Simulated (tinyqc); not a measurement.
Band gaps under pressure and temperature from deformation potentials: sweeps and comparisons. A value that a table varies takes the place of the one given here.

Murnaghan: V/V0 = (1 + Bp P/B0)^(-1/Bp), B0 = (C11 + 2 C12)/3. Each gap moves by a ln(V/V0) with its volume potential a, and falls with temperature by aV T^2/(T + bV) (Varshni); the two effects are added. No change of phase is considered.

Constants: hc = 1239.841984 eV nm.

Inputs chosen for the exercise (near those of InAs, the X and L potentials typical of such crystals; not measured data):
```
symbol  value                  unit   meaning
Eg      0.414                  eV     gap at Gamma to the s-like level at 0 K, 0 GPa
EgX     1.443                  eV     gap to X at 0 K, 0 GPa
EgL     1.155                  eV     gap to L at 0 K, 0 GPa
C11     84.3                   GPa
C12     44.7                   GPa
Bp      3.86                          pressure derivative of the bulk modulus
aG      -6.13                  eV     volume potential of the Gamma gap
aX      1.49                   eV     volume potential of the X gap
aL      -2.74                  eV     volume potential of the L gap
aV      (0.285, 0.286, 0.268)  meV/K  Varshni alpha of Gamma, X, L
bV      (95, 97, 96)           K      Varshni beta of Gamma, X, L
T       500                    K      temperature
P       0.8                    GPa    pressure
```

## Gaps against pressure

The last column is the linear form E0 + c1 P for Gamma, c1 = -aG/B0.

Gaps (eV):
```
P (GPa)  ln(V/V0)  Gamma      X      L  lowest  Gamma, linear
0.00       0.0000  0.294  1.323  1.043   Gamma          0.294
1.00      -0.0167  0.397  1.298  1.088   Gamma          0.400
2.00      -0.0324  0.493  1.275  1.131   Gamma          0.506
3.00      -0.0472  0.584  1.253  1.172   Gamma          0.612
4.00      -0.0612  0.670  1.232  1.210   Gamma          0.718
5.00      -0.0745  0.751  1.212  1.247   Gamma          0.824
6.00      -0.0872  0.829  1.193  1.281   Gamma          0.929
7.00      -0.0992  0.902  1.175  1.314   Gamma          1.035
8.00      -0.1107  0.973  1.158  1.346   Gamma          1.141
```

What can be read from the table?

Over 8 GPa Gamma moves by +0.679, L by +0.303 and X by -0.165 eV. Gamma stays lowest. The linear form overshoots by 168 meV at the end, because the crystal stiffens; the gap is linear in ln V, not in P. Rows above about 7 GPa lie beyond the phase change of the real crystal.

## Gaps against temperature

At the pressure P; wavelength hc/E of the lowest gap.

Gaps (eV):
```
T (K)   Gamma       X       L  lowest  wavelength (nm)
0      0.4965  1.4229  1.1919   Gamma           2497.1
50     0.4916  1.4181  1.1873   Gamma           2522.0
100    0.4819  1.4084  1.1782   Gamma           2572.8
200    0.4579  1.3844  1.1557   Gamma           2707.8
300    0.4316  1.3581  1.1310   Gamma           2872.8
400    0.4044  1.3309  1.1054   Gamma           3065.9
500    0.3768  1.3032  1.0795   Gamma           3290.7
600    0.3489  1.2752  1.0533   Gamma           3553.7
```

How do the results move?

From 0 to 100 K the Gamma gap falls by 14.6 meV, from 500 to 600 K by 27.9 meV: quadratic below bV, linear with a slope tending to aV = 0.285 meV/K above. Gamma stays lowest. A pressure of 0.61 GPa, with the slope -aG/B0 at zero pressure, would undo the fall of the Gamma gap from 0 to 300 K.

## What each parameter does

Gaps at P and T. Each row changes one parameter from the base and keeps the others.

Results:
```
case             Gamma (eV)  X (eV)  L (eV)
base                 0.3768  1.3032  1.0795
T = 550 K            0.3629  1.2892  1.0664
C11 = 92.73 GPa      0.3730  1.3041  1.0778
C12 = 40.23 GPa      0.3811  1.3021  1.0814
Bp = 3.474           0.3770  1.3031  1.0796
aG = -5.517 eV       0.3685  1.3032  1.0795
aX = 1.639 eV        0.3768  1.3012  1.0795
aL = -2.466 eV       0.3768  1.3032  1.0758
P = 0.88 GPa         0.3848  1.3012  1.0831
```

How do the results move?

The largest shifts from the base row, up to three for each result and ties (the steps differ in size, so this ranks the rows, not the parameters). Gamma (eV): T -0.0139, aG -0.0083, P +0.0080; unchanged at the printed digits by aX and aL. X (eV): T -0.0140, aX -0.0020, P -0.0019; unchanged at the printed digits by aG and aL. L (eV): T -0.0131, aL -0.0037, P +0.0036; unchanged at the printed digits by aG and aX.

tinyqc: `OMP_NUM_THREADS=1 python tinyqc.py 1080951 1080952 out.jsonl`; about 0.01 s, one thread, shared Intel(R) Xeon(R) Processor @ 2.30GHz.
